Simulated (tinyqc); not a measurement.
## Transfer length from front and end resistance

Question. A contact of length d and width W has Rc = (Rsh Lt/W) coth(d/Lt) and Re = (Rsh Lt/W)/sinh(d/Lt), with Rsh the sheet resistance under the metal and Lt = sqrt(rc/Rsh). Find Lt, Rsh and rc.

Parameters, values chosen for the exercise: contact length d = 0.37 um; contact width W = 23 um.

Rc = 201.42454 ohm
Re = 198.93624 ohm

Answer. Rc/Re = cosh(d/Lt) gives Lt, and Re then gives Rsh.

Lt = 2.342 um
Rsh = 310.0 ohm/sq
rc = 1.700e-5 ohm cm^2

Computed by the program tinyqc: `OMP_NUM_THREADS=1 python tinyqc.py 2760039 2760040 out.jsonl`, one thread of a shared Intel Xeon 2.30GHz, about 0.01 s for the whole run.
